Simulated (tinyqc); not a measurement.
Thin-body transistor below threshold, two-dimensional Poisson equation on a small mesh: one step of the calculation.

A thin body on a thick buried insulator of low permittivity, taken as carrying no normal field at the bottom of the body (row 0). Mobile charge is neglected (subthreshold), the body is fully depleted, and potentials are counted from the intrinsic level; rows run upward to the gate, columns from source to drain.

Question. Coefficients of the five-point equations. Mesh: rows i = 0..2 in the semiconductor (step hs = tb/2, row 2 on the interface), then 1 step(s) ho = tox/1 up to the gate row 3; columns j = 0..5 (step hy = L/5). Box integration, divided by eps0: up_i = eps hy/h of the interval above row i, dn_i = that of the interval below (0 for row 0), lat_i = (sum of eps h/2 over the intervals above and below)/hy, s_i = -q Na w_i hy/eps0 with w_i the semiconductor height of the box (hs/2 for row 0 and the interface row, hs between, 0 in the insulator). Each free node obeys (up + dn + 2 lat) psi = up psi(above) + dn psi(below) + lat [psi(left) + psi(right)] + s.

Inputs (values chosen for the exercise); semiconductor permittivity close to that of silicon:
- eps_r = 11.9 (relative permittivity of the semiconductor)
- eox = 25 (relative permittivity of the insulator)
- tb = 8 nm (body thickness)
- tox = 6.1 nm (insulator thickness)
- L = 40 nm (channel length)
- Na = 0 cm^-3 (acceptor density of the depleted body)

Constants: q = 1.602176634e-19 C, eps0 = 8.8541878128e-14 F/cm where lengths are in cm. Results are converted to the units shown.

Find: up; dn; lat; s.

Answer.

```
row,up,dn,lat,s (V)
0,23.80,0,2.975,0
1,23.80,23.80,5.950,0
2,32.79,23.80,12.51,0
```

Numbers from tinyqc (`OMP_NUM_THREADS=1 python tinyqc.py 2480041 2480042 out.jsonl`; about 0.09 s on one thread of a shared Intel Xeon 2.30GHz).
